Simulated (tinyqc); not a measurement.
From results back to parameters: two-band k.p model of the Delta valleys near the X point under shear strain. Five cases, with inputs chosen for the exercise.

Problem. Under a shear strain exy (|eta| < 1) the valley on the [001] axis has ml(eta) = ml/(1 - eta^2), 1/m[110] = 1/mt + eta/Mp and 1/m[1-10] = 1/mt - eta/Mp with Mp > 0, eta = D exy/Delta, Delta = 2 c k0^2/ml, k0 = kx0 2 pi/a, c = hbar^2/2m0.

Constants: hbar^2/2m0 = 3.80998211 eV angstrom^2.

Case 1.

Values chosen (near those of Si; shifted at random, so the results belong to these values and not to a real crystal):
- a = 5.438 angstrom (lattice constant)
- ml = 0.92 m0 (longitudinal mass)
- kx0 = 0.147 2 pi/a (distance of the minimum from X)
- exy = 0.0076 (shear strain)

m[110], m[1-10], ml(eta) (m0): 0.14259016  0.30832761  1.16425116

Case 2.

Values chosen (near those of Si; shifted at random, so the results belong to these values and not to a real crystal):
- a = 5.443 angstrom (lattice constant)
- ml = 0.915 m0 (longitudinal mass)
- kx0 = 0.148 2 pi/a (distance of the minimum from X)
- exy = 0.001 (shear strain)

m[110], m[1-10], ml(eta) (m0): 0.18726620  0.20780118  0.91859197

Case 3.

Values chosen (near those of Si; shifted at random, so the results belong to these values and not to a real crystal):
- a = 5.424 angstrom (lattice constant)
- ml = 0.922 m0 (longitudinal mass)
- kx0 = 0.143 2 pi/a (distance of the minimum from X)
- exy = 0.0011 (shear strain)

m[110], m[1-10], ml(eta) (m0): 0.18022498  0.19867325  0.92556767

Case 4.

Values chosen (near those of Si; shifted at random, so the results belong to these values and not to a real crystal):
- a = 5.429 angstrom (lattice constant)
- ml = 0.891 m0 (longitudinal mass)
- kx0 = 0.152 2 pi/a (distance of the minimum from X)
- exy = 0.014 (shear strain)

m[110], m[1-10], ml(eta) (m0): 0.11505308  0.52899696  2.12269878

Case 5.

Values chosen (near those of Si; shifted at random, so the results belong to these values and not to a real crystal):
- a = 5.442 angstrom (lattice constant)
- ml = 0.901 m0 (longitudinal mass)
- kx0 = 0.151 2 pi/a (distance of the minimum from X)
- exy = -0.0053 (shear strain)

m[110], m[1-10], ml(eta) (m0): 0.26265950  0.16147812  0.98289668

Find: mt; eta; Mp; D.

Solution. The mean of the two inverse transverse masses is 1/mt; eta^2 = 1 - ml/ml(eta), with the sign of 1/m[110] - 1/m[1-10] = 2 eta/Mp, which then gives Mp; D = eta Delta/exy.

Case 1.

mt = 0.195 m0
eta = 0.4580
Mp = 0.243 m0
D = 14.4 eV

Case 2.

mt = 0.197 m0
eta = 0.0625
Mp = 0.237 m0
D = 15.2 eV

Case 3.

mt = 0.189 m0
eta = 0.0621
Mp = 0.241 m0
D = 12.8 eV

Case 4.

mt = 0.189 m0
eta = 0.7617
Mp = 0.224 m0
D = 14.4 eV

Case 5.

mt = 0.200 m0
eta = -0.2887
Mp = 0.242 m0
D = 14.0 eV

Computed by tinyqc, one run a case: `OMP_NUM_THREADS=1 python tinyqc.py N N+1 out.jsonl` with N = 1050649, 1050754, 1050783, 1050786, 1050797; one thread of a shared Intel(R) Xeon(R) Processor @ 2.30GHz, about 0.01 s a run at most.
